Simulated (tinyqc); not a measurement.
Polytypes and stacking faults of a tetrahedral semiconductor in an axial Ising model with couplings up to third neighbours. Changing the J1. Computed by tinyqc, a small Python program. Command: `OMP_NUM_THREADS=1 python tinyqc.py 3020573 3020574 out.jsonl polytype sweep`. One thread of a shared host (Intel(R) Xeon(R) Processor @ 2.30GHz), about 0.02 s of CPU time with the checks.

Each double layer has s = +1 or -1 for the sense of its stacking step; E per pair of atoms = E0 - sum_n J_n <s_i s_(i+n)>, n = 1, 2, 3. Hexagonality h = (1 - <s_i s_(i+1)>)/2.

Inputs (values chosen for the exercise, of the order of those of SiC for J, a, G and the gaps):
```
quantity                  value      unit
J2                        -2.26  meV/pair
J3                        -0.41  meV/pair
basal lattice constant a   3.08  angstrom
shear modulus G             196       GPa
Poisson ratio nu           0.23         -
gap of 3C                  2.39        eV
gap of 4H                  3.26        eV
```

Host polytype: 4H.

correlations of the repeat units 3C (+), 2H (+-), 4H (++--), 6H (+++---), 15R (+++--), 8H (++++----), 21R (++++---), 9R (++-):
```
         n = 1      n = 2      n = 3
3C    1.000000   1.000000   1.000000
2H   -1.000000   1.000000  -1.000000
4H    0.000000  -1.000000   0.000000
6H    0.333333  -0.333333  -1.000000
15R   0.200000  -0.600000  -0.600000
8H    0.500000   0.000000  -0.500000
21R   0.428571  -0.142857  -0.714286
9R   -0.333333  -0.333333   1.000000
```

fault coefficients k_n:
```
                      J1  J2  J3
single Shockley (31)   0  -4   0
double Shockley (62)  -4  -8   0
Frank-type (32)       -1  -2   3
```

Constants: 1 eV/angstrom^2 = 16.02176634 J/m^2.

Method:
- E - E(3C) = sum_n J_n (1 - C_n), C_n = <s_i s_(i+n)>. The gap is taken linear in h between 3C (h = 0) and 4H (h = 1/2), a rough rule, with a dash beyond.
- Faults in 4H: the sequences single Shockley (31) (+++-), double Shockley (62) (++++++--), Frank-type (32) (+++--) are put between perfect repeats; k_n = (layers x C_n of the host) - sum_i s_i s_(i+n). gamma = sum k_n J_n/A, A = (sqrt 3/2) a^2; 1 meV/angstrom^2 = 16.02177 mJ/m^2.
- Screw line, bounded by the single Shockley (31) fault of energy gamma: b = a, partials b_p = a/sqrt 3; d = G b_p^2 (2 - 3 nu)/(8 pi gamma (1 - nu)). One partial is driven off by the shear stress gamma/b_p along its Burgers vector.

One run for each value; columns: (1) J1 (meV/pair); (2) E(2H) - E(3C) (meV/pair); (3) E(4H) - E(3C) (meV/pair); (4) E(6H) - E(3C) (meV/pair); (5) energy of the glide fault, single Shockley (31) (mJ/m^2); (6) splitting width d (nm):
```
(1)      (2)    (3)    (4)     (5)     (6)
-4.24  -9.30  -9.17  -6.66  17.630  23.797
-2.86  -6.54  -7.79  -5.74  17.630  23.797
-1.48  -3.78  -6.41  -4.82  17.630  23.797
-0.10  -1.02  -5.03  -3.90  17.630  23.797
1.28    1.74  -3.65  -2.98  17.630  23.797
2.66    4.50  -2.27  -2.06  17.630  23.797
4.04    7.26  -0.89  -1.14  17.630  23.797
5.42   10.02   0.49  -0.22  17.630  23.797
6.80   12.78   1.87   0.70  17.630  23.797
```

Over the rows, E(2H) - E(3C) (meV/pair) rises from -9.30 to 12.8; E(4H) - E(3C) (meV/pair) rises from -9.17 to 1.87; E(6H) - E(3C) (meV/pair) rises from -6.66 to 0.700. All energies are linear in J1, with slopes 2, 1 and 2/3 for 2H, 4H and 6H: twice the hexagonality.

Extremes, crossings and ranges named in words are read from the listed rows.
